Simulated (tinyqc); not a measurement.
Comparisons within one model: periodic multilayer mirror for extreme ultraviolet light. A value that a table varies takes the place of the one given here.

s polarisation, vacuum above. q_j = sqrt(N_j^2 - sin^2 theta); interface r_jk = (q_j - q_k)/(q_j + q_k) exp(-2 (2 pi/lam)^2 q_j q_k sg^2) (Nevot-Croce; sg = 0 if not given); phase factor of a layer x_j = exp(4 pi i q_j d_j/lam). Each period has the spacer (thickness (1 - Gm) L) on top of the absorber (Gm L). In this recursion R is the amplitude; R in tables and results is the reflectance, its squared modulus. The substrate is of the spacer material. Starting with R = 0 in it, each interface upward gives R -> (r + R x)/(1 + r R x), x that of the layer below the interface (1 for the substrate).

Values chosen for the exercise (optical constants near those of Mo and Si at 13.5 nm; the results hold for these values, not for the real material): lam = 13.5 nm (wavelength); dA = (0.0783, 0.00618) (delta and beta of the absorber, N = 1 - delta + i beta); dS = (0.0012, 0.00178) (delta and beta of the spacer and the substrate); L = 7.05 nm (period); Gm = 0.31 (absorber share of the period); theta = 12 degrees (angle from the normal); sg = 0 nm (interface roughness); Np = 40 (periods).

## Number of periods

The last column sets both beta to zero.

Reflectance:
```
periods      R  R without absorption
5        0.093                 0.103
10       0.283                 0.338
15       0.458                 0.577
20       0.580                 0.753
30       0.695                 0.926
40       0.729                 0.979
50       0.739                 0.994
60       0.741                 0.998
80       0.742                 1.000
100      0.742                 1.000
```

How do the results move?

R reaches 0.729 at 40 periods and 0.742 at 100; it stays within 0.01 of the last value from 50 periods on. Without absorption the last value is 1.000: absorption, not the count of layers, caps the mirror.

## Wavelength

The optical constants are held fixed.

Reflectance:
```
lam (nm)      R
12.9      0.126
13.0      0.081
13.1      0.304
13.2      0.544
13.3      0.655
13.4      0.708
13.5      0.729
13.6      0.718
13.7      0.636
13.8      0.333
13.9      0.044
14.0      0.137
14.1      0.081
14.2      0.011
14.3      0.041
```

What does this show, and why?

The largest value listed is 0.729 at 13.5 nm, against lam_B = 2 L Re(mean q) = 13.429 nm; the peak lies on the long side, where the nodes of the standing wave fall in the absorber. R exceeds half of that from 13.2 to 13.7 nm of the wavelengths listed, at least 3.7 % of the wavelength; a chain of ten mirrors narrows it, since R^10 falls to half where R has lost only 7 %.

## Absorber share

For each Gm the period is set so that lam_B = 2 L Re(mean q) equals lam - 0.09 nm.

Results:
```
Gm    L (nm)      R
0.15   6.948  0.518
0.20   6.976  0.634
0.25   7.005  0.696
0.30   7.034  0.726
0.35   7.063  0.740
0.40   7.093  0.744
0.45   7.123  0.741
0.50   7.153  0.732
0.60   7.213  0.696
0.70   7.275  0.625
```

How do the results move?

The largest value listed is 0.744 at 0.4. The contrast of a period goes as sin(pi Gm) and is largest at 0.5, while the loss grows with Gm; R is 0.732 at 0.5, 0.726 at 0.3 and 0.625 at 0.7. Absorption pulls the best share below 0.5.

## Angle of incidence

Results:
```
theta (degrees)  lam_B (nm)      R
0                    13.746  0.508
2                    13.737  0.524
4                    13.711  0.567
6                    13.667  0.620
8                    13.605  0.670
10                   13.526  0.708
12                   13.429  0.729
14                   13.315  0.715
16                   13.184  0.555
18                   13.036  0.052
20                   12.871  0.121
```

What does this show, and why?

lam_B = 2 L Re(mean q) falls with the angle, from 13.746 to 12.871 nm; the largest value listed is 0.729 at 12 degrees. R stays above 90 % of that value at 8, 10, 12 and 14 degrees, which bounds the cone of light that a mask or mirror with this period accepts.

## Tolerances

R of the mirror, and R^10 for a chain of ten such mirrors. Each row changes one parameter from the base and keeps the others.

Results:
```
case                         R    R^10
base                    0.7291  0.0425
L = 7.09 nm             0.7155  0.0352
Gm = 0.35               0.7404  0.0495
theta = 14 degrees      0.7149  0.0349
sg = 0.2 nm             0.7246  0.0399
dA = (0.0783, 0.00742)  0.7078  0.0316
lam = 13.55 nm          0.7287  0.0422
```

What can be read from the table?

The largest shifts from the base row, up to three for each result and ties (the steps differ in size, so this ranks the rows, not the parameters). R: dA -0.0213, theta -0.0142, L -0.0136. R^10: dA -0.0109, theta -0.00757, L -0.00727.

Program tinyqc; command `OMP_NUM_THREADS=1 python tinyqc.py 1650583 1650584 out.jsonl`; about 0.01 s on one thread of a shared Intel(R) Xeon(R) Processor @ 2.30GHz.
